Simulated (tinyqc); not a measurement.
Self-heating of a transistor with one or more fingers, with temperature-dependent conductivity: one step, computed by the program tinyqc. Command: `OMP_NUM_THREADS=1 python tinyqc.py 3025010 3025011 out.jsonl selfheat walk`. One thread of a shared host (Intel(R) Xeon(R) Processor @ 2.30GHz), about 0.05 s of CPU time with the checks.

N long parallel fingers lie on the top face of a slab whose bottom is held at T_0; the top is otherwise insulated, and heat flows in two dimensions. P in W/mm is 1000 P in W/m.

Task: Extra rise from ballistic phonons. Near a source smaller than the free path, Fourier's law overstates the flow. Rough estimate: a strip that emits phonons into a half space adds a resistance times area of 4 Lambda/(3 kappa_0), from the ballistic flux C v Delta T/4 with kappa_0 = C v Lambda/3, so Delta T_b = 4 Lambda P/(3 kappa_0 w); Knudsen number Lambda/w.

Inputs (values chosen for the exercise, modelled on sapphire):
```
quantity                                      value        unit
conductivity at the base temperature kappa_0   31.5     W/(m K)
power per gate width P                         0.55        W/mm
width of the heat source w                     0.47  micrometre
phonon free path Lambda                          20          nm
```

Power: fixed power.

largest theta = 47.66272 K

Give: Knudsen number; ballistic rise Delta T_b; Delta T_b / largest theta.

Result:

Knudsen number = 0.04255

ballistic rise Delta T_b = 0.9907 K

Delta T_b / largest theta = 0.02078

By this estimate the ballistic term is at most a fifth of the Fourier rise.
